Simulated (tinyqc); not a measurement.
Speciation in dilute and buffered hydrofluoric acid, oxide etch rate and bath loading: one step, computed by the program tinyqc. Command: `OMP_NUM_THREADS=1 python tinyqc.py 3120843 3120844 out.jsonl hfetch walk`. One thread of a shared host (Intel(R) Xeon(R) Processor @ 2.30GHz), about 0.01 s of CPU time with the checks.

Concentrations stand for activities, NH4+ and Cl- are spectators, and water ionisation is neglected. H, F and HF2 denote the ions H+, F- and HF2-. The base temperature is 298 K.

Problem. Etch rate. Rate = k_a ([HF] + 2 [H2F2]) + k_b [HF2], an empirical two-term form. Time = oxide/rate; a temperature error changes the rate by exp((E_a/k_B)(1/298 - 1/(298 + error))) - 1.

Inputs (values chosen for the exercise, of the order of those for thermal oxide at room temperature):

| quantity | value | unit |
|---|---|---|
| rate constant of neutral HF k_a | 16 | nm L/(min mol) |
| rate constant of HF2 k_b | 49 | nm L/(min mol) |
| activation energy | 0.42 | eV |
| temperature error | 1.2 | K |
| oxide removed per wafer | 2.7 | nm |

[HF] = 0.03631934 mol/L

[H2F2] = 0.003601128 mol/L

[HF2] = 0.005983625 mol/L

Constants: k_B = 8.617333262e-05 eV/K.

Give: etch rate; share of HF2 in the rate; etch time; rate change from the temperature error.

Solution.

etch rate = 0.98954 nm/min

share of HF2 in the rate = 29.630 %

etch time = 163.71 s

rate change from the temperature error = 6.7796 %
